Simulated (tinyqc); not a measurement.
## Gap and radiative efficiency from Jsc and Voc

Inverse problem. Photon flux above E from a black body at temperature T into a hemisphere: Phi(E, T) = A sum_k exp(-k E/th)[E^2 th/k + 2 E th^2/k^2 + 2 th^3/k^3], k = 1, 2, ..., with th = kB T/q in eV and A = 2 pi q^3/(h^3 c^2). A cell with a sharp absorption edge has Jsc = q fs X Phi(Eg, Ts) and Voc = Vt ln(1 + Jsc/J0), J0 = q ge Phi(Eg, T)/ERE. Find Eg and ERE.

Inputs (values chosen for the exercise): cell temperature T = 350 K; temperature of the black-body sun Ts = 4500 K; share of the hemisphere filled by the sun fs = 2.16e-5; concentration X = 100; number of faces that emit ge = 1.

Constants: q = 1.602176634e-19 C, kB = 1.380649e-23 J/K, h = 6.62607015e-34 J s, c = 299792458 m/s, Vt = kB T/q. Results are converted to the units shown.

Jsc = 3240.24684 mA/cm^2
Voc = 0.314253419 V

Answer. Phi falls steadily with E, so Jsc fixes Eg; Voc gives J0, and its ratio to the radiative dark current is 1/ERE.

Eg = 0.6500 eV
ERE = 0.001000

tinyqc, about 0.01 s, one thread, Intel Xeon 2.30GHz (shared host): `OMP_NUM_THREADS=1 python tinyqc.py 2820047 2820048 out.jsonl`
